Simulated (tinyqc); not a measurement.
Ion implantation: universal nuclear stopping, Lindhard-Scharff electronic stopping and a Gaussian range profile. Inputs raised by 2 %, one at a time. Computed by tinyqc, a small Python program. Command: `OMP_NUM_THREADS=1 python tinyqc.py 3000664 3000665 out.jsonl implant sens`. One thread of a shared host (Intel(R) Xeon(R) Processor @ 2.30GHz), about 0.2 s of CPU time with the checks.

An ion slows by elastic collisions with screened nuclei and by friction with electrons; channelling is ignored and the target is uniform.

Inputs (values chosen for the exercise, modelled on phosphorus ions in germanium):

| quantity | value | unit |
|---|---|---|
| ion atomic number Z1 | 15 | - |
| ion mass M1 | 31 | u |
| target atomic number Z2 | 32 | - |
| target mass M2 | 72.63 | u |
| target density N | 44.2 | 1/nm^3 |
| ion energy E | 2.8 | keV |
| scale factor of electronic stopping k | 1.4 | - |
| dose Q | 7.2e+13 | 1/cm^2 |
| background C_B | 4.6e+15 | 1/cm^3 |

Method:
- Reduced energy eps = 32.53 M2 E/(Z1 Z2 (M1 + M2)(Z1^0.23 + Z2^0.23)), E in keV; s_n = ln(1 + 1.1383 eps)/(2 (eps + 0.01321 eps^0.21226 + 0.19593 eps^0.5)) for eps up to 30 and ln(eps)/(2 eps) above; S_n = 8.462 Z1 Z2 M1 s_n/((M1 + M2)(Z1^0.23 + Z2^0.23)) in 1e-15 eV cm^2.
- S_e = k 3.83 Z1^(7/6) Z2/(Z1^(2/3) + Z2^(2/3))^(3/2) sqrt(E/M1) in 1e-15 eV cm^2, E in keV.
- Path length R = int_0^E dE'/(N (S_n + S_e)); energy lost to nuclei nu = int_0^E S_n/(S_n + S_e) dE' (both with E' = E y^3 and 64 Gauss-Legendre points in y).
- Estimates of Lindhard type: R_p = R/(1 + M2/(3 M1)), straggle dR_p = (2/3) R_p sqrt(M1 M2)/(M1 + M2).
- C(x) = C_p exp(-(x - R_p)^2/(2 dR_p^2)) with C_p = Q/(sqrt(2 pi) dR_p), 1 nm = 1e-7 cm; the profile falls to the background at x_j = R_p + dR_p sqrt(2 ln(C_p/C_B)); the peak atomic fraction is C_p/N.

Runs:

| input moved | from | to | projected range R_p (nm) | straggle dR_p (nm) | peak concentration C_p (1/cm^3) | depth x_j where C falls to C_B (nm) |
|---|---|---|---|---|---|---|
| base run | - | - | 6.9652 | 2.1262 | 1.3510e+20 | 16.609 |
| scale factor of electronic stopping k | 1.4 | 1.428 | 6.9391 | 2.1182 | 1.3561e+20 | 16.549 |
| dose Q (1/cm^2) | 7.2e+13 | 7.344e+13 | 6.9652 | 2.1262 | 1.3780e+20 | 16.619 |
| background C_B (1/cm^3) | 4.6e+15 | 4.692e+15 | 6.9652 | 2.1262 | 1.3510e+20 | 16.600 |
| target density N (1/nm^3) | 44.2 | 45.084 | 6.8286 | 2.0845 | 1.3780e+20 | 16.293 |
| ion mass M1 (u) | 31 | 31.62 | 6.9743 | 2.1373 | 1.3439e+20 | 16.667 |
| ion atomic number Z1 | 15 | 15.3 | 6.8980 | 2.1056 | 1.3641e+20 | 16.454 |
| target mass M2 (u) | 72.63 | 74.0826 | 6.9688 | 2.1187 | 1.3557e+20 | 16.581 |

Exponents ln(y'/y) / ln(x'/x):

| input | projected range R_p | straggle dR_p | peak concentration C_p | depth x_j where C falls to C_B |
|---|---|---|---|---|
| scale factor of electronic stopping k | -0.189 | -0.189 | 0.189 | -0.184 |
| dose Q | 0.000 | 0.000 | 1.000 | 0.028 |
| background C_B | 0.000 | 0.000 | 0.000 | -0.028 |
| target density N | -1.000 | -1.000 | 1.000 | -0.972 |
| ion mass M1 | 0.066 | 0.265 | -0.265 | 0.174 |
| ion atomic number Z1 | -0.489 | -0.489 | 0.489 | -0.476 |
| target mass M2 | 0.026 | -0.177 | 0.177 | -0.087 |

Among the inputs moved here: projected range R_p answers most in size to target density N (exponent -1.000), next to ion atomic number Z1 (-0.489); its exponent is below 0.0005 for dose Q, background C_B. Its exponent -1.000 in target density N: range is inverse to density. Straggle dR_p answers most in size to target density N (exponent -1.000), next to ion atomic number Z1 (-0.489); its exponent is below 0.0005 for dose Q, background C_B. peak concentration C_p answers most in size to dose Q (exponent +1.000), and about equally to target density N (+1.000); its exponent is below 0.0005 for background C_B. Its exponent +1.000 in dose Q: the profile scales with dose. Its exponent +1.000 in target density N: the straggle shrinks as 1/N. depth x_j where C falls to C_B answers most in size to target density N (exponent -0.972), next to ion atomic number Z1 (-0.476).

Extremes, crossings and ranges named in words are read from the listed rows.
